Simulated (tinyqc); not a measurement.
Inside a calculation. Method: sp3 tight binding, zinc-blende lattice. One step of it, computed by the program tinyqc.

Problem. Bloch Hamiltonian at k. Slater-Koster rules over the four bonds with direction cosines (l, m, n): ss V_ss; s-px l V_sp; px-s -l V_sp; px-px l^2 V_pps + (1 - l^2) V_ppp; px-py l m (V_pps - V_ppp); each times exp(i k.d).

Parameters chosen for this model: zinc-blende lattice, anion at 0, cation at a/4 (1,1,1); V = eta hbar^2 / (m d^2), hbar^2/m = 7.619964 eV angstrom^2:
```
parameter          value      unit
a               3.990000  angstrom
d               1.727721  angstrom
Es anion      -13.060000        eV
Ep anion       -6.610000        eV
Es cation     -13.060000        eV
Ep cation      -6.610000        eV
eta ss         -1.320000
eta sp          1.420000
eta pp sigma    2.220000
eta pp pi      -0.630000
V ss           -3.369611        eV
V sp            3.624885        eV
V pp sigma      5.667073        eV
V pp pi        -1.608224        eV
```

k point k (2 pi / a): 0.470000  -0.270000  0.140000

Give: H(k) at k.

Solution.

H(k) at k (eV):
```
                  a s             a px            a py             a pz
a s          -13.0600           0.0000          0.0000           0.0000
a px           0.0000          -6.6100          0.0000           0.0000
a py           0.0000           0.0000         -6.6100           0.0000
a pz           0.0000           0.0000          0.0000          -6.6100
c s   -8.8670+0.8143i  -0.5558+5.0112i  1.1201-2.4866i  -2.2626+1.2310i
c px   0.5558-5.0112i   2.1496-0.1974i  2.6219-1.4265i  -1.2980+2.8814i
c py  -1.1201+2.4866i   2.6219-1.4265i  2.1496-0.1974i   0.6441-5.8068i
c pz   2.2626-1.2310i  -1.2980+2.8814i  0.6441-5.8068i   2.1496-0.1974i

                  c s             c px             c py             c pz
a s   -8.8670-0.8143i   0.5558+5.0112i  -1.1201-2.4866i   2.2626+1.2310i
a px  -0.5558-5.0112i   2.1496+0.1974i   2.6219+1.4265i  -1.2980-2.8814i
a py   1.1201+2.4866i   2.6219+1.4265i   2.1496+0.1974i   0.6441+5.8068i
a pz  -2.2626-1.2310i  -1.2980-2.8814i   0.6441+5.8068i   2.1496+0.1974i
c s          -13.0600           0.0000           0.0000           0.0000
c px           0.0000          -6.6100           0.0000           0.0000
c py           0.0000           0.0000          -6.6100           0.0000
c pz           0.0000           0.0000           0.0000          -6.6100
```
